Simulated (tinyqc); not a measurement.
Arrhenius plot from several rate windows.

Emission rate en = sn vth(T) Nc(T) exp(-Et/kB T) = sn g T^2 exp(-Et/kB T), g = vth Nc/(300 K)^2, as vth goes as T^0.5 and Nc as T^1.5 (degeneracy factor 1). Here the cross-section is thermally activated, sn exp(-Eb/kB T) with Eb = 0.15 eV. Each window ew gives the temperature where en = ew.

Parameters, values chosen for the exercise; material values close to those of silicon: conduction-band density of states at 300 K Nc = 2.77e19 cm^-3; thermal velocity at 300 K vth = 2.2e7 cm/s; depth of the trap below the conduction edge Et = 0.15 eV; capture cross-section sn = 1.3e-14 cm^2.

Constants: q = 1.602176634e-19 C, kB = 1.380649e-23 J/K. Results are converted to the units shown.

Results:
```
ew (1/s),T peak (K),q/kB T (1/eV),ln(ew/T^2),ln ew
1.7,126.8,91.49,-9.155,0.5306
15,136.9,84.75,-7.131,2.708
47,142.9,81.22,-6.074,3.850
140,149.0,77.87,-5.067,4.942
430,155.9,74.43,-4.035,6.064
1300,163.3,71.05,-3.021,7.170
3900,171.4,67.71,-2.019,8.269
```

Estimate the missing row, ew = 5.1 1/s.

Computed row:
```
ew (1/s),T peak (K),q/kB T (1/eV),ln(ew/T^2),ln ew
5.1,131.7,88.09,-8.132,1.629
```

With this row back in the table: The peak rises from 127 to 171 K. ln(ew/T^2) against q/kB T is a straight line of slope -0.3000 eV, which is Et + Eb and not Et = 0.15 eV: a capture barrier adds to the activation energy. Its intercept gives sn = 1.30e-14 cm^2. Leaving out the T^2 gives 0.3253 eV, too high by about 2 kB T.

Numbers from tinyqc (`OMP_NUM_THREADS=1 python tinyqc.py 2050119 2050120 out.jsonl`; about 0.01 s on one thread of a shared Intel Xeon 2.30GHz).
